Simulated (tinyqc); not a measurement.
# One-sided p+-n junction, ionisation integral and breakdown: what changes with what

A p+ layer at x < 0 and an n drift layer from x = 0. Depletion approximation, built-in voltage neglected. Local ionisation coefficients alpha_n = an exp(-(bn/E)^mx), alpha_p = ap exp(-(bp/E)^mx). Electrons move towards +x, holes towards x = 0.

Parameters, values chosen for the exercise; material values close to those of gallium nitride: relative permittivity eps_r = 9.43; prefactor of the electron ionisation coefficient an = 2.78e8 1/cm; field constant for electrons bn = 3.21e7 V/cm; prefactor of the hole ionisation coefficient ap = 1.4e8 1/cm; field constant for holes bp = 2.04e7 V/cm; exponent mx = 1; electron mobility of the drift layer mu = 1010 cm^2/(V s); donor density of the drift layer N = 9.6e16 cm^-3.

Constants: q = 1.602176634e-19 C, eps0 = 8.8541878128e-14 F/cm where lengths are in cm. Results are converted to the units shown.

Each table varies one quantity; the others keep the values above.

## Multiplication against voltage

W = sqrt(2 eps0 eps_r V/(q N)), peak field E0 = q N W/(eps0 eps_r), falling linearly to 0 at W. G(x) = integral from 0 to x of (alpha_n - alpha_p); I_n = integral of alpha_n exp(-G) (electrons injected at x = 0), I_p = integral of alpha_p exp(G(end) - G) (holes injected at the far edge); M = 1/(1 - I). Integrals on a fine grid; BV is where I_n = 1. Here BV = 262.090 V; the Miller exponent is n = ln(1 - 1/M)/ln(V/BV).

Result of one run:

| V (V) | E0 (kV/cm) | I_n | I_p | M_n | M_p | Miller n, electrons | Miller n, holes |
|---|---|---|---|---|---|---|---|
| 131 | 2.20e3 | 9.59e-4 | 0.130 | 1.00 | 1.15 | 10.0 | 2.94 |

What becomes of these results when the reverse voltage V is changed from 131 to 252 V, all else the same?

Result of the changed run:

| V (V) | E0 (kV/cm) | I_n | I_p | M_n | M_p | Miller n, electrons | Miller n, holes |
|---|---|---|---|---|---|---|---|
| 252 | 3.05e3 | 0.540 | 0.983 | 2.17 | 57.3 | 15.7 | 0.449 |

The whole series:

| V (V) | E0 (kV/cm) | I_n | I_p | M_n | M_p | Miller n, electrons | Miller n, holes |
|---|---|---|---|---|---|---|---|
| 105 | 1.97e3 | 1.35e-4 | 0.0375 | 1.00 | 1.04 | 9.74 | 3.59 |
| 131 | 2.20e3 | 9.59e-4 | 0.130 | 1.00 | 1.15 | 10.0 | 2.94 |
| 157 | 2.41e3 | 0.00443 | 0.308 | 1.00 | 1.44 | 10.6 | 2.30 |
| 183 | 2.60e3 | 0.0164 | 0.548 | 1.02 | 2.21 | 11.4 | 1.67 |
| 210 | 2.78e3 | 0.0597 | 0.786 | 1.06 | 4.66 | 12.7 | 1.09 |
| 225 | 2.88e3 | 0.125 | 0.883 | 1.14 | 8.54 | 13.6 | 0.816 |
| 241 | 2.98e3 | 0.289 | 0.953 | 1.41 | 21.1 | 14.8 | 0.578 |
| 252 | 3.05e3 | 0.540 | 0.983 | 2.17 | 57.3 | 15.7 | 0.449 |
| 258 | 3.08e3 | 0.774 | 0.994 | 4.43 | 164 | 16.3 | 0.390 |

M_n rises from 1.000 to 4.43 and M_p from 1.039 to 164; both diverge at BV. The Miller exponent for electrons rises from 9.74 to 16.3 and that for holes falls from 3.59 to 0.390, so one exponent describes neither over the whole range. The larger multiplication belongs to holes, whose coefficient at the peak field of the last row is 22.4 times the other.

## Effect of the drift doping

Same model as above.

Specific on-resistance Ron = W/(q mu N) with constant mobility and full ionisation.

Result of one run:

| N (cm^-3) | BV (V) | E0 at BV (kV/cm) | W at BV (um) | Ron (mohm cm^2) | BV^2/Ron (MW/cm^2) | eps0 eps_r mu E0^3/4 (MW/cm^2) |
|---|---|---|---|---|---|---|
| 7.7e17 | 53.1 | 3.96e3 | 0.268 | 2.15e-4 | 1.31e4 | 1.31e4 |

What becomes of these results when the donor density of the drift layer N is changed from 7.7e17 to 2.9e16 cm^-3, all else the same?

Result of the changed run:

| N (cm^-3) | BV (V) | E0 at BV (kV/cm) | W at BV (um) | Ron (mohm cm^2) | BV^2/Ron (MW/cm^2) | eps0 eps_r mu E0^3/4 (MW/cm^2) |
|---|---|---|---|---|---|---|
| 2.9e16 | 679 | 2.75e3 | 4.94 | 0.105 | 4.38e3 | 4.38e3 |

The whole series:

| N (cm^-3) | BV (V) | E0 at BV (kV/cm) | W at BV (um) | Ron (mohm cm^2) | BV^2/Ron (MW/cm^2) | eps0 eps_r mu E0^3/4 (MW/cm^2) |
|---|---|---|---|---|---|---|
| 8e15 | 1.94e3 | 2.44e3 | 15.9 | 1.23 | 3.06e3 | 3.06e3 |
| 1.5e16 | 1.16e3 | 2.58e3 | 8.97 | 0.370 | 3.63e3 | 3.63e3 |
| 2.9e16 | 679 | 2.75e3 | 4.94 | 0.105 | 4.38e3 | 4.38e3 |
| 5.7e16 | 396 | 2.94e3 | 2.69 | 0.0292 | 5.37e3 | 5.37e3 |
| 1.1e17 | 236 | 3.15e3 | 1.49 | 0.00839 | 6.61e3 | 6.61e3 |
| 2.1e17 | 142 | 3.39e3 | 0.841 | 0.00247 | 8.20e3 | 8.20e3 |
| 4e17 | 86.9 | 3.65e3 | 0.476 | 7.35e-4 | 1.03e4 | 1.03e4 |
| 7.7e17 | 53.1 | 3.96e3 | 0.268 | 2.15e-4 | 1.31e4 | 1.31e4 |

BV falls from 1940 to 53.1 V while the critical field rises from 2440 to 3960 kV/cm. BV goes as N^(-0.82) between the first two rows and N^(-0.75) between the last two (a coefficient proportional to E^7 gives -0.75 without punch-through). Ron goes as BV^(2.40) over the table; the last two columns agree since BV = E0 W/2 and N = eps0 eps_r E0/(q W). For N = 4e17, 7.7e17 the layer is under 0.5 um wide or BV under 85 V, so dead space, tunnelling and the built-in voltage, all left out, matter.

tinyqc, about 0.05 s, one thread, Intel Xeon 2.30GHz (shared host): `OMP_NUM_THREADS=1 python tinyqc.py 2120040 2120041 out.jsonl`
